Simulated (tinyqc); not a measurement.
Short-channel transistor, virtual-source model with series resistance: one step of the calculation.

The current per gate width is the charge at the top of the source barrier (the virtual source) times its velocity times a saturation function; al and be are fitting constants of the model. Units: I in uA/um, Rs in ohm um, so I Rs = 1e-6 I Rs in volts; Q in uC/cm^2, so I = 1e-4 Q vx0 Fsat with vx0 in cm/s.

Question. What the series resistance costs. Intrinsic voltages Vg' = Vgs - I Rs, Vd' = Vds - 2 I Rs. n = n0 + nd Vd', VT = VT0 - dl Vd', Ff = 1/(1 + exp((Vg' - VT + al Vt/2)/(al Vt))), Q = Cinv n Vt ln(1 + exp((Vg' - VT + al Vt Ff)/(n Vt))), Vdsat = (vx0 L/mu)(1 - Ff) + Vt Ff, Fsat = u/(1 + u^be)^(1/be) with u = Vd'/Vdsat, and I = Q vx0 Fsat per width. I0 is the current for Rs = 0. Effective velocity I/Q; transit time L Q/I.

Inputs (values chosen for the exercise):

| symbol | value | unit | meaning |
|---|---|---|---|
| T | 293 | K | temperature |
| Cinv | 2.21 | uF/cm^2 | inversion capacitance |
| vx0 | 2.93e7 | cm/s | velocity at the virtual source |
| mu | 200 | cm^2/(V s) | apparent mobility |
| L | 12 | nm | channel length |
| VT0 | 0.34 | V | threshold at zero drain voltage |
| dl | 0.112 | V/V | drain-induced barrier lowering |
| n0 | 1.33 |  | subthreshold factor |
| nd | 0.2 | 1/V | growth of n with drain voltage |
| al | 3.5 |  | threshold shift (in units of Vt) from weak to strong inversion |
| be | 1.4 |  | sharpness of saturation |
| Rs | 120 | ohm um | series resistance of each contact |
| Vgs | 0.75 | V | gate voltage |
| Vds | 0.38 | V | drain voltage |

Constants: q = 1.602176634e-19 C, kB = 1.380649e-23 J/K, Vt = kB T/q. Results are converted to the units shown.

converged I = 1032.2062 uA/um
I0 = 2381.3336 uA/um

Give: loss against I0; effective velocity; transit time.

Answer.

loss against I0 = 56.654 %
effective velocity = 1.5430e7 cm/s
transit time = 0.077771 ps

Numbers from tinyqc (`OMP_NUM_THREADS=1 python tinyqc.py 2380169 2380170 out.jsonl`; about 0.02 s on one thread of a shared Intel Xeon 2.30GHz).
